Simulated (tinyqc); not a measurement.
Inside a calculation: donor level screened by free carriers (Yukawa potential). Values are carried at full precision from step to step, so a last printed digit may differ when a step is redone from the rounded ones.

Screening wave number: Debye ks^2 = 4 pi q n/(eps kB T); Thomas-Fermi ks^2 = 6 pi q n/(eps EF) with EF = c (3 pi^2 n/gv)^(2/3)/m, c = hbar^2/2m0; the two are joined by 1/ks^2 = sqrt(1/ks_D^4 + 1/ks_TF^4). 1e18/cm^3 = 1e-6/angstrom^3, q = e^2/(4 pi eps0).

Constants: e^2/(4 pi eps0) = 14.39964547 eV angstrom; kB = 8.617333262e-05 eV/K; hbar^2/2m0 = 3.80998211 eV angstrom^2; Ry = 13.60569312 eV; a0 (Bohr radius) = 0.5291772105 angstrom.

Inputs chosen for the exercise (near those of a donor in Ge, with one mean mass; shifted at random, so the results belong to these values and not to a real crystal): m = 0.167 m0 (mass); eps = 16.3 (dielectric constant); gv = 4 (valleys); T = 400 K (temperature); n = 0.68 x 1e18/cm^3 (free-carrier density).

## Units and screening length

Give Ry* = Ry m/eps^2, a* = a0 eps/m, EF, the three values of ks, and x = ks a*.

Ry* = 8.552 meV
a* = 51.65 angstrom
EF = 6.70 meV

ks: Debye, Thomas-Fermi, joined (1/angstrom): 0.01480  0.04111  0.01474

x = 0.7612

EF/kB T = 0.19, so the Debye value, the smaller one, controls the screening.

## One-parameter trial function

Potential -(q/(eps r)) exp(-ks r), q = e^2/(4 pi eps0). In units Ry* = Ry m/eps^2 and a* = a0 eps/m the problem is [-Laplacian - 2 exp(-x r)/r] psi = E psi with x = ks a*.

For exp(-z r): E(z) = z^2 - 8 z^3/(2z + x)^2 in Ry*. Scan z = 0.5, 0.6, ..., 1.1, then minimise; first order gives -1 + 2x.

Scan (Ry*):
```
z    kinetic  potential        E
0.5   0.2500    -0.3224  -0.0724
0.6   0.3600    -0.4493  -0.0893
0.7   0.4900    -0.5875  -0.0975
0.8   0.6400    -0.7347  -0.0947
0.9   0.8100    -0.8891  -0.0791
1.0   1.0000    -1.0493  -0.0493
1.1   1.2100    -1.2143  -0.0043
```

best z = 0.727
E = -0.0979 Ry*
binding = 0.84 meV

First order in x would give 0.522 Ry*, a rigid shift by q ks/eps; it overstates the loss of binding by 0.620 Ry*.

## Converged levels

Converged values use 18 functions exp(-z r), z = 1.55^i, i = -11 to 6: S = 2/A^3, H = z_i z_j S - 2/(A + x)^2, A = z_i + z_j.

The 1s and 2s levels and the mean radius.

1s = -0.1088 Ry*
binding = 0.93 meV
<r> = 123.6 angstrom
second root = 0.0000 Ry*

The trial function misses by 0.0109 Ry*. Screening leaves 11 % of the bare binding, 0.03 kB T. 2s is no longer bound (it unbinds at x = 0.310). At this density n^(1/3) a* is past the Mott value 0.26, so real donors overlap and form no separate level.

## Checks

- 1s at x = 0.5 against the known -0.29623 Ry*: both -0.29623.
- 1s at x = 0 against -1: both -1.00000.

Computed by tinyqc, a small Python program: `OMP_NUM_THREADS=1 python tinyqc.py 1250740 1250741 out.jsonl` (the numbers bound the seed that draws the inputs); one thread of a shared host (Intel(R) Xeon(R) Processor @ 2.30GHz), about 0.01 s for the whole set of steps.
